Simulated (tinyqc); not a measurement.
Arrhenius fit: deep-level transient spectroscopy (DLTS) of one majority-carrier trap. Computed by tinyqc, a small Python program. Command: `OMP_NUM_THREADS=1 python tinyqc.py 3010439 3010440 out.jsonl dlts walk`. One thread of a shared host (Intel(R) Xeon(R) Processor @ 2.30GHz), about 0.04 s of CPU time with the checks.

A filling pulse loads the traps in a one-sided junction; under reverse bias they empty at the rate e, and the capacitance relaxes as C(t) = C_0 - dC exp(-e t). The signal is S = [C(t_2) - C(t_1)]/dC.

Inputs (values chosen for the exercise, for a model semiconductor): density-of-states mass m = 0.258 m_0; valleys M = 1; trap depth E_t = 0.941 eV; cross-section sigma_0 = 3.8e-16 cm^2; degeneracy ratio g = 2; gate time t_1 = 0.0004 s; ratio t_2/t_1 = 10.

Carriers: electrons. Extra term: none.

Constants: k_B = 8.617333262e-05 eV/K; k_B = 1.380649e-23 J/K; m_0 = 9.1093837015e-31 kg; h = 6.62607015e-34 J s.

Method:
- e = g sigma v N_b exp(-E/k_B T), v = sqrt(3 k_B T/m), N_b = 2 M (2 pi m k_B T/h^2)^(3/2), sigma = sigma_0, E = E_t.
- S(e) = exp(-e t_1) - exp(-e t_2) peaks at the rate window e_0 = ln(t_2/t_1)/(t_2 - t_1).
- t_1 is scaled by 0.1, 0.3, 1, 3, 10 and 30 at fixed t_2/t_1; each T_p by bisection.
- Least squares of ln(e_0/T_p^2) on 1/(k_B T_p): slope -E_a, intercept ln(gamma sigma_a) with gamma = v N_b/T^2 = sqrt(3 k_B/m) 2 M (2 pi m k_B/h^2)^(3/2). For comparison, the slope of ln e_0 alone.

Arrhenius data:
```
t_1 (s)  e_0 (1/s)  T_p (K)  1/(k_B T_p) (1/eV)  ln(e_0/T_p^2)
0.00004    6396.07  624.768             18.5741       -4.11132
0.00012    2132.02  591.323             19.6247       -5.09990
0.00040     639.61  558.384             20.7823       -6.18924
0.00120     213.20  531.247             21.8439       -7.18821
0.00400      63.96  504.268             23.0126       -8.28795
0.01200      21.32  481.846             24.0834       -9.29559
```

apparent depth E_a = 0.94100 eV

intercept = 13.367

gamma = 8.4017e+20 cm^-2 s^-1 K^-2

apparent cross-section = 7.6000e-16 cm^2

slope without T^2 = 1.0352 eV

What follows from these numbers?

The apparent depth is 0.9410 eV against E_t = 0.941 eV, and the apparent cross-section is 2.00 times sigma_0: only the degeneracy ratio enters. Leaving out the T^2 factor overstates the slope by 94 meV, about 2 k_B T_p.

Extremes, crossings and ranges named in words are read from the listed rows.
